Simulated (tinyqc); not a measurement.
Inside a calculation. Model: domain walls in a thin film with perpendicular anisotropy: Bloch, Neel and chiral walls, motion and stripe domains. Computed by tinyqc, a small Python program that keeps every step. Command: `OMP_NUM_THREADS=1 python tinyqc.py 3026572 3026573 out.jsonl mwall walk`. One thread of a shared host (Intel(R) Xeon(R) Processor @ 2.30GHz), about 0.01 s of CPU time with the checks. Intermediate numbers are printed to about 6 digits and carried at full precision; extremes and crossings named in words are read from the listed rows.

One-dimensional wall: polar angle theta(x), azimuth phi of the moment in the wall (phi = 0 Neel, 90 degrees Bloch). mu_0 = 1.25663706212e-6 T m/A, gamma = 1.76085963023e11 rad/(s T).

Inputs (values chosen for the exercise, for a model film):
```
quantity                      value    unit
saturation magnetisation M_s   1210    kA/m
exchange stiffness A             15    pJ/m
uniaxial anisotropy K_u        1030  kJ/m^3
DMI constant D                 0.76  mJ/m^2
thickness t                     1.6      nm
damping alpha                 0.015       -
field mu_0 H_z                 0.72      mT
```

Drive: magnetic field.

## Width and energy of the Bloch wall

K_eff = K_u - mu_0 M_s^2/2; Delta = sqrt(A/K_eff); sigma_0 = 4 sqrt(A K_eff); profile theta = 2 arctan exp(x/Delta); quality factor Q = 2 K_u/(mu_0 M_s^2).

K_eff = 110.079 kJ/m^3

width parameter Delta = 11.6733 nm

sigma_0 = 5.13993 mJ/m^2

quality factor Q = 1.11966

## Bloch or Neel

sigma(phi) = sigma_0 + 2 Delta K_D cos^2(phi) - pi D cos(phi), with the wall shape anisotropy K_D = N_x mu_0 M_s^2/2, N_x = t ln 2/(pi Delta). The minimum has cos(phi) = D/D_N for D < D_N = 4 Delta K_D/pi and phi = 0 beyond; sigma turns negative at D_c = (sigma_0 + 2 Delta K_D)/pi.

K_D = 27.8197 kJ/m^3

D_N = 0.413482 mJ/m^2

azimuth phi = 0 degrees

wall energy sigma = 3.40182 mJ/m^2

D_c = 1.84283 mJ/m^2

A pure chiral Neel wall. D is 0.41 of D_c.

## Walker breakdown

Field drive: steady motion v = gamma Delta B/alpha needs B = (alpha/2) [2 B_D sin(phi) - B_K sin(2 phi)] in size, B_K = 2 K_D/M_s, B_D = pi D/(2 M_s Delta), with phi moving from its rest value; the Walker field B_W is the largest value of |B_D sin(phi) - (B_K/2) sin(2 phi)| times alpha, reached at cos(phi) = [d - sqrt(d^2 + 8)]/4, d = B_D/B_K. Far above B_W/alpha, v = gamma Delta B alpha/(1 + alpha^2); this is used for all B above B_W.

B_K = 45.9830 mT

B_D = 84.5190 mT

Walker field B_W = 1.41514 mT

velocity at B_W = 193.922 m/s

velocity at B = 98.6642 m/s

B is below B_W: steady motion. Without D, B_W would be alpha B_K/2 = 0.345 mT, so D raises it 4.1 times.

## Stripe domains

Dipolar length l = sigma/(mu_0 M_s^2); for t much smaller than the period the domain width is w = 0.955 t exp(pi l/t) (Kaplan and Gehring), given as log10 of w in nm.

dipolar length l = 1.84897 nm

log10 of the domain width in nm = 1.76081

Equilibrium domains are about 58 nm wide. Caution: the domains are not wide against the wall, so the thin-wall formula fails.

## Raising D

The formulas are those given above.

Wall against D; the last column is the Kaplan-Gehring width, log10[0.955 t exp(pi sigma/(mu_0 M_s^2 t))/nm], with a dash where it falls below 10 Delta and the formula fails:
```
D (mJ/m^2)  phi (degrees)  sigma (mJ/m^2)  sigma/sigma_0  log10 domain width
0.083             78.4201         5.11376       0.994908             2.55426
0.210             59.4771         4.97240       0.967405             2.48875
0.330             37.0509         4.72623       0.919511             2.37465
0.370             26.5121         4.61986       0.898817             2.32535
0.740              0.0000         3.46465       0.674065                   -
1.100              0.0000         2.33368       0.454029                   -
1.500              0.0000         1.07704       0.209544                   -
1.700              0.0000         0.44872       0.087301                   -
```

D_N is 22 % of D_c, so a small D fixes the chirality long before it lowers the energy much. Beyond D_N sigma falls by pi per unit of D, and the domain width, which has sigma in an exponent, drops by 0.2 decades over the valid rows (values above 6 mean a single domain in any device).

Checks made by the program: sigma_0 against the integral over the profile (relative difference below 1e-10); B_W against a scan of phi (relative difference below 1e-10).
